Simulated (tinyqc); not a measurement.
Chemically amplified photoresist: aerial image, acid generation, bake, development and line width. From space width back to mean dose E. Computed by tinyqc, a small Python program. Command: `OMP_NUM_THREADS=1 python tinyqc.py 3014460 3014461 out.jsonl resist inv`. One thread of a shared host (Intel(R) Xeon(R) Processor @ 2.30GHz), about 0.08 s of CPU time with the checks.

Lines and spaces of pitch p with a two-beam-like image; x = 0 is the middle of the bright space. The resist is positive and treated as uniform in depth.

Inputs (values chosen for the exercise, for a model resist at 193 nm):
```
quantity                                         value     unit
pitch p                                            180       nm
image contrast c                                  0.74        -
Dill parameter C                                  0.04  cm^2/mJ
quencher load q, relative to the acid generator  0.099        -
acid diffusivity D                                 1.6   nm^2/s
bake time t                                         90        s
amplification rate k_amp                         0.055      1/s
threshold protection m_th                         0.46        -
development selectivity n                            5        -
largest rate r_max                                 320     nm/s
smallest rate r_min                              0.042     nm/s
resist thickness d                                 160       nm
development time t_d                                60        s
```

Method:
- Dose E(x) = E [1 + c cos(2 pi x/p)]; acid h = 1 - exp(-C E(x)).
- Bake: the acid image is blurred by a Gaussian of variance sigma^2 = 2 D t (each Fourier term k of h, taken on 64 points, is multiplied by exp(-4 pi^2 k^2 D t/p^2)).
- The quencher then removes q, h_eff = max(h_blurred - q, 0); protection m = exp(-k_amp t h_eff).
- Mack rate r = r_max (a + 1)(1 - m)^n/(a + (1 - m)^n) + r_min, a = ((n + 1)/(n - 1))(1 - m_th)^n.
- Edge: vertical development clears the film where r t_d >= d; the space width is twice the x where r = d/t_d.
- Dose sensitivity = d ln(width)/d ln E from widths at 1.005 E and E/1.005; image log-slope at the edge = |d ln E/dx|, normalised by the width (NILS); latitude for 10 % of width = 10 %/sensitivity.

Task: A run gave the result below. Find the mean dose E, known to lie between 2.8 and 8.4 mJ/cm^2.

space width = 98.52966 nm

Result:

Each step takes the trial c = (a f_b - b f_a)/(f_b - f_a), f being the result less the target and a, b, c the logarithms of the listed values; c replaces end b, the old b replaces a if the sign of f changed, and otherwise f_a is halved.

Scan of the range:
```
mean dose E (mJ/cm^2)  space width (nm)
2.80                             43.423
3.36                             69.850
4.04                             88.734
4.85                            104.193
5.82                            117.962
6.99                            131.139
8.40                            144.875
```

False position (Illinois rule, in the logarithm of the input) inside the bracket:
```
step    end a    end b    trial  space width (nm)
1     4.04000  4.85000  4.53594           98.7845
2     4.04000  4.53594  4.51004           98.3099
3     4.53594  4.51004  4.52201           98.5299
4     4.51004  4.52201  4.52200           98.5297
5     4.51004  4.52200  4.52200           98.5297
6     4.52200  4.52200  4.52200           98.5297
```

Space width rises at every point of a 13-point scan of the range (every second point is shown), so one value fits; it is bracketed by 4.04 and 4.85. Answer: mean dose E = 4.522 mJ/cm^2.

Caution: lateral development, standing waves and the joint diffusion of acid and quencher are left out, so widths are indicative.
